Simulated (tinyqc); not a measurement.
Inside a calculation. Model: X-ray photoelectron analysis of a thin oxide on a semiconductor: attenuation lengths, thickness, angle series and band offsets. Computed by tinyqc, a small Python program that keeps every step. Command: `OMP_NUM_THREADS=1 python tinyqc.py 3113901 3113902 out.jsonl xps walk`. One thread of a shared host (Intel(R) Xeon(R) Processor @ 2.30GHz), about 0.01 s of CPU time with the checks. Intermediate numbers are printed to about 6 digits and carried at full precision; extremes and crossings named in words are read from the listed rows.

The same element is seen in the oxide and in the substrate, at nearly the same kinetic energy; films are flat and uniform, and the work function is ignored.

Inputs (values chosen for the exercise, modelled on SiO2 on silicon):
```
quantity                                           value     unit
photon energy                                     1486.6       eV
binding energy of the core level                    99.4       eV
oxide density                                       2.23   g/cm^3
oxide formula mass                                 60.08    g/mol
valence electrons per oxide formula                   16        -
oxide gap                                           8.79       eV
substrate density                                   2.33   g/cm^3
substrate formula mass                             28.09    g/mol
valence electrons per substrate formula                4        -
substrate gap                                       1.12       eV
oxide thickness d                                    8.3       nm
emission angle from the normal                         0  degrees
attenuation length over inelastic mean free path    0.86        -
carbon overlayer                                    0.81       nm
counts in the two peaks together                  500000        -
valence band offset used to make the data           4.48       eV
core level less valence band top, substrate        98.95       eV
core level less valence band top, thick oxide      98.64       eV
field in the oxide                                  0.89    MV/cm
```

## Inelastic mean free paths

TPP-2M: lambda = E/(E_p^2 [b ln(c E) - C/E + D/E^2]) in angstrom, E_p = 28.8 sqrt(N_v rho/M), b = -0.10 + 0.944/sqrt(E_p^2 + E_g^2) + 0.069 rho^0.1, c = 0.191/sqrt(rho), U = N_v rho/M, C = 1.97 - 0.91 U, D = 53.4 - 20.8 U, with E = photon energy less binding energy in eV. Attenuation length L = factor x lambda.

kinetic energy E = 1387.2 eV

Terms:
```
layer      E_p (eV)          b         c  lambda (nm)
oxide       22.1942  0.0143069  0.127903      3.85356
substrate   16.5892  0.0318658  0.125128      3.08976
```

L in the oxide = 3.31406 nm

L in the substrate = 2.65719 nm

## Peak ratio

R_0 = (rho_o/M_o) L_o/((rho_s/M_s) L_s); peak ratio R = I_ox/I_sub = R_0 [exp(d/(L_o cos theta)) - 1]; hence d = L_o cos theta ln(1 + R/R_0). A carbon layer weakens both peaks alike, by exp(-d_C/(L_o cos theta)) if its L is taken equal to L_o. This R_0 leaves out intrinsic losses from the substrate peak, so calibrated values can be larger.

R_0 = 0.558095

d/(L_o cos theta) = 2.50448

ratio R = 6.27142

oxide share of the counts = 0.862475

attenuation by carbon = 0.783164

depth 3 L_o cos theta = 9.94219 nm

## Error budget of the thickness

With x = d/(L_o cos theta): d ln d/d ln R = (1 - exp(-x))/x = -d ln d/d ln R_0; counting error of R = 1/sqrt(N f (1 - f)), f the oxide share, which times the sensitivity gives that of d; an angle error adds tan(theta) d theta; d is proportional to L_o at fixed R_0. Assumed errors: 5 % in R_0, 1 degree, 5 % in L_o.

sensitivity to R = 0.366656

counting error of d = 0.150560 %

R_0 = 1.83328 %

angle = 0 %

L_o = 5 %

The attenuation length is the largest of these terms.

## Angle series: uniform film or islands?

Islands: half of the surface carries 2 d and half none, R = R_0 (1/2)(1 - t)/(1/2 + t/2) with t = exp(-2 d/(L_o cos theta)); the apparent thickness is read with the uniform formula.

Against the angle:
```
theta (degrees)   R, uniform  R, islands  apparent d, islands (nm)
0                6.27142e+00    0.550691                   2.27508
20               7.46228e+00    0.552716                   2.14356
35               1.13139e+01    0.555634                   1.87571
45               1.87137e+01    0.557160                   1.62235
55               4.33984e+01    0.557915                   1.31727
65               2.08555e+02    0.558087                   0.97080
75               8.89528e+03    0.558095                   0.59454
```

A uniform film gives d = 8.3 nm at every angle. The island film of the same volume reads 2.28 nm at normal emission and 0.595 nm at 75 degrees; its ratio cannot pass R_0, since the bare half always shows the substrate.

## Band offsets by core levels

Valence band offset = (E_core - E_v)(substrate) - (E_core - E_v)(oxide) + (core level separation at the interface, oxide less substrate). The separation is made here from the given offset; a uniform field F that raises the binding energy towards the surface shifts the oxide peak by e F <z>, <z> = d/(1 - exp(-x)) - d/x, x = d/(L_o cos theta), being the mean distance from the interface. Conduction band offset = oxide gap - substrate gap - valence band offset.

separation without field = 4.17 eV

<z> = 5.72456 nm

separation with field = 4.67949 eV

apparent valence band offset = 4.98949 eV

true conduction band offset = 3.19 eV

apparent conduction band offset = 2.68051 eV

The field biases both offsets by 0.51 eV, in opposite directions.

Checks made by the program: thickness recovered (relative difference below 1e-10).
